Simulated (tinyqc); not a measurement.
# Thin-body transistor below threshold, two-dimensional Poisson equation on a small mesh, step by step

Program tinyqc, `OMP_NUM_THREADS=1 python tinyqc.py 2480092 2480093 out.jsonl`; Intel Xeon 2.30GHz, shared host, one thread, about 0.1 s. Printed values are rounded.

A thin body on a thick buried insulator of low permittivity, taken as carrying no normal field at the bottom of the body (row 0). Mobile charge is neglected (subthreshold), the body is fully depleted, and potentials are counted from the intrinsic level; rows run upward to the gate, columns from source to drain.

Parameters, values chosen for the exercise; semiconductor permittivity close to that of silicon: temperature T = 300 K; relative permittivity of the semiconductor eps_r = 11.6; relative permittivity of the insulator eox = 7.5; body thickness tb = 4 nm; insulator thickness tox = 2.1 nm; channel length L = 34 nm; acceptor density of the depleted body Na = 0 cm^-3; potential of the source Vbi = 0.47 V; gate offset Vfb = 0.14 V; gate voltage Vg = 0.05 V; drain voltage Vd = 0.5 V.

Constants: q = 1.602176634e-19 C, kB = 1.380649e-23 J/K, Vt = kB T/q, eps0 = 8.8541878128e-14 F/cm where lengths are in cm. Results are converted to the units shown.

## Coefficients of the five-point equations

Mesh: rows i = 0..2 in the semiconductor (step hs = tb/2, row 2 on the interface), then 1 step(s) ho = tox/1 up to the gate row 3; columns j = 0..4 (step hy = L/4). Box integration, divided by eps0: up_i = eps hy/h of the interval above row i, dn_i = that of the interval below (0 for row 0), lat_i = (sum of eps h/2 over the intervals above and below)/hy, s_i = -q Na w_i hy/eps0 with w_i the semiconductor height of the box (hs/2 for row 0 and the interface row, hs between, 0 in the insulator). Each free node obeys (up + dn + 2 lat) psi = up psi(above) + dn psi(below) + lat [psi(left) + psi(right)] + s.

```
row       up    dn      lat  s (V)
0       49.3     0  1.36471      0
1       49.3  49.3  2.72941      0
2    30.3571  49.3  2.29118      0
```

## Iteration 1: over-relaxation sweep (omega = 1.37)

psi at the start (fixed values on the edges, free nodes linear between source and drain columns) (V):
```
             j=0        j=1        j=2        j=3        j=4
row 0   0.470000   0.595000   0.720000   0.845000   0.970000
row 1   0.470000   0.595000   0.720000   0.845000   0.970000
row 2   0.470000   0.595000   0.720000   0.845000   0.970000
row 3  -0.090000  -0.090000  -0.090000  -0.090000  -0.090000
```

Free nodes: rows 0..2, columns 1..3, taken row by row from row 0, left to right. t = (up psi(above) + dn psi(below) + lat [psi(left) + psi(right)] + s)/(up + dn + 2 lat), with the newest neighbours; psi(new) = psi + 1.37 (t - psi).

psi after iteration 1 (V):
```
             j=0        j=1        j=2        j=3        j=4
row 0   0.470000   0.595000   0.720000   0.845000   0.970000
row 1   0.470000   0.595000   0.720000   0.845000   0.970000
row 2   0.470000   0.256813   0.307499   0.368017   0.970000
row 3  -0.090000  -0.090000  -0.090000  -0.090000  -0.090000
```

## Iteration 2: over-relaxation sweep (omega = 1.37)

As before.

psi after iteration 2 (V):
```
             j=0        j=1        j=2        j=3        j=4
row 0   0.470000   0.595000   0.720000   0.845000   0.970000
row 1   0.470000   0.375495   0.444372   0.525502   0.970000
row 2   0.470000   0.190579   0.218892   0.285034   0.970000
row 3  -0.090000  -0.090000  -0.090000  -0.090000  -0.090000
```

## Course of the iteration: over-relaxation sweep (omega = 1.37)

Stop when the largest change of psi is below 1e-7 V, or after 400 iterations. Fixed values: gate row Vg - Vfb; column 0 at Vbi and the last column at Vbi + Vd in the semiconductor, each running linearly to Vg - Vfb across the insulator.

Course of the iteration:
```
iteration  psi at row 0, j = 2 (V)  largest |change| of one entry (V)
1                             0.72                              0.477
2                             0.72                              0.319
3                         0.351959                              0.428
4                         0.194180                              0.158
5                        0.0778485                              0.116
6                        0.0244749                             0.0534
7                      -0.00374499                             0.0282
8                       -0.0159162                             0.0122
9                       -0.0213636                            5.83e-3
...                            ...                                ...
14                      -0.0252502                            8.11e-5
15                      -0.0252820                            3.28e-5
16                      -0.0252957                            1.36e-5
17                      -0.0253012                            5.72e-6
18                      -0.0253036                            2.44e-6
19                      -0.0253045                            1.07e-6
20                      -0.0253049                            4.54e-7
21                      -0.0253051                            1.94e-7
22                      -0.0253052                            7.96e-8
```

Converged in 22 iterations. At the end each change is about 0.41 times the one before: linear convergence.

## Barrier, swing and barrier lowering

converged psi (V):
```
             j=0        j=1        j=2        j=3        j=4
row 0   0.470000   0.036169  -0.025305   0.138465   0.970000
row 1   0.470000   0.025862  -0.031540   0.119980   0.970000
row 2   0.470000  -0.005857  -0.049342   0.062824   0.970000
row 3  -0.090000  -0.090000  -0.090000  -0.090000  -0.090000
```

d psi/dVg on row 0: j=0 0.000000, j=1 0.781090, j=2 0.920130, j=3 0.781090, j=4 0.000000
d psi/dVd on row 0: j=0 0.00000, j=1 0.00716, j=2 0.03994, j=3 0.21175, j=4 1.00000

The barrier is read along row 0, the path farthest from the gate. Take the node j of lowest psi: barrier Vbi - psi_j; swing Vt ln 10/(d psi_j/dVg); DIBL = (d psi_j/dVd)/(d psi_j/dVg). The derivatives solve the same equations with s = 0 and a unit change of that voltage.

j = 2
barrier = 0.495305 V
swing = 64.6935 mV/decade
DIBL = 43.4015 mV/V

A mesh of 12, 8 and 80 steps (semiconductor, insulator, channel) gives a barrier of 0.521 V, a swing of 62.8 mV a decade and a DIBL of 19.3 mV/V; the small mesh puts the barrier 5.0 % below that.
